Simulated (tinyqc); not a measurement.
Stretching all distances: RHF, UHF, MP2, CISD and CCSD against full CI in the 6-311g basis, for H2, spin multiplicity 1. Computed by the program tinyqc with PySCF. 

Geometry (angstrom):
```
atom       x       y       z
H     0.0000  0.0000  0.0000
H     0.0000  0.0000  0.7150
```

All coordinates are multiplied by the scale. c0^2 is the weight of the RHF determinant in the lowest singlet FCI state (UHF is spin-contaminated and may lie near states of higher spin) and n(LUMO) the first natural occupation beyond the occupied space.

Full CI energy (hartree) and errors against it (kcal/mol):
```
scale  distance 1-2 (angstrom)    E(FCI)     RHF     UHF     MP2   CISD   CCSD  <S^2> UHF   c0^2  n(LUMO)
0.880                    0.629  -1.14221  14.817  14.817   4.051  0.000  0.000      0.000  0.988    0.017
1.100                    0.786  -1.15259  16.612  16.612   5.141  0.000  0.000      0.000  0.983    0.029
1.320                    0.944  -1.13739  19.307  19.307   6.751  0.000  0.000      0.000  0.975    0.047
1.540                    1.101  -1.11417  22.914  22.914   8.916  0.000  0.000      0.000  0.962    0.072
1.770                    1.266  -1.08893  27.643  26.506  11.817  0.000  0.000      0.206  0.942    0.111
1.990                    1.423  -1.06704  33.083  24.760  15.231  0.000  0.000      0.498  0.916    0.161
2.210                    1.580  -1.04866  39.393  20.375  19.249  0.000  0.000      0.682  0.883    0.226
```

UHF parts from RHF first at scale 1.77 of those listed, where <S^2> leaves zero. The weight c0^2 goes from 0.99 to 0.88 and n(LUMO) from 0.02 to 0.23: static correlation grows as the bonds break into open-shell fragments. The spread of the error along the curve, which distorts its shape, is CISD 0.0, CCSD 0.0, UHF 11.7, MP2 15.2, RHF 24.6 kcal/mol. With two electrons CISD and CCSD are exact.
